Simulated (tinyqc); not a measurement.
# Changing the tilt of the sample

Model: Rutherford backscattering from a thin compound film on silicon: kinematics, yields, composition and thickness. Computed by tinyqc, a small Python program. Command: `OMP_NUM_THREADS=1 python tinyqc.py 3020625 3020626 out.jsonl rbs sweep`. One thread of a shared host (Intel(R) Xeon(R) Processor @ 2.30GHz), about 0.01 s of CPU time with the checks.

Singly charged helium ions (Z1 = 2, M1 = 4.0026 u) enter at the tilt angle a1 to the normal and leave at a2 = |180 - theta - tilt| in the same plane. The film is A B_x.

Inputs (values chosen for the exercise, modelled on a helium beam on SiGe):
```
quantity                                value           unit
beam energy E0                            1.9            MeV
scattering angle theta                    170        degrees
heavy element: Z_A                         32              -
heavy element: mass M_A                  72.6              u
heavy element: stopping eps_A at 2 MeV   75.9  1e-15 eV cm^2
light element: Z_B                         14              -
light element: mass M_B                 28.09              u
light element: stopping eps_B at 2 MeV   49.6  1e-15 eV cm^2
atoms of B per atom of A, x              2.94              -
atomic density of the film               48.6         1/nm^3
film thickness d                           31             nm
collected charge                           17   microcoulomb
detector solid angle                      2.2            msr
detector resolution (FWHM)                 11            keV
```

Constants: e^2/(4 pi eps_0) = 14.39964548 eV angstrom; e = 1.602176634e-19 C.

Method:
- Kinematic factor K = [(sqrt(M^2 - M1^2 sin^2 theta) + M1 cos theta)/(M + M1)]^2.
- Surface edges lie at K E0; substrate silicon has M = 28.09 u. Mass resolution at M_A = resolution/(E0 dK/dM).
- Stopping per atom eps(E) = eps(2 MeV) (E/2 MeV)^(-0.4) (a law chosen for the exercise); Bragg rule eps_film = (eps_A + x eps_B)/(1 + x); areal density N d, with 1/nm^2 = 0.1 x 1e15/cm^2.
- Width of the signal of element i: [K_i eps(E0)/cos a1 + eps(K_i E0)/cos a2] N d; depth resolution = resolution x d/width of A; energy lost on the way in = eps(E0) N d/cos a1.
- Rutherford cross section in the laboratory frame: sigma = (Z1 Z e^2/(4 pi eps_0 4E))^2 (4/sin^4 theta) (r + cos theta)^2/r, r = sqrt(1 - (M1 sin theta/M)^2), times the screening factor 1 - 0.049 Z1 Z^(4/3)/E (E in keV); 1 angstrom^2 = 1e8 barn.
- Counts = (charge/e) x solid angle x sigma(E_mean) x areal density of the element/cos a1, E_mean = E0 - half the energy lost on the way in; 1 barn = 1e-24 cm^2. The ratio of areas returns x = (Y_B/Y_A)(sigma_A/sigma_B), with the counting error sqrt(1/Y_A + 1/Y_B).

One run for each value; columns: (1) tilt of the sample (degrees); (2) depth resolution (nm); (3) counting error of x without background (%); (4) energy lost on the way in (keV):
```
(1)    (2)    (3)    (4)
0    20.61  1.463   8.65
15   20.44  1.438   8.96
30   18.86  1.361   9.99
45   15.96  1.229  12.24
55   13.38  1.106  15.09
65   10.36  0.948  20.48
70    8.69  0.852  25.30
75    6.93  0.739  33.44
80    5.04  0.603  49.84
```

Describe and explain the trends.

Over the rows, depth resolution (nm) falls from 20.6 to 5.04; counting error of x without background (%) falls from 1.46 to 0.603; energy lost on the way in (keV) rises from 8.65 to 49.8. Tilting lengthens the inward path at once but shortens the outward one up to 180 - theta, so only large tilts clearly sharpen the depth scale, until roughness and straggling (left out) take over.

Caution (all rows): the silicon signal of the film merges with that of the substrate, so only the width of A can be read directly. Caution (all rows): film and substrate silicon overlap, so Y_B must be separated by a fit.

Extremes, crossings and ranges named in words are read from the listed rows.
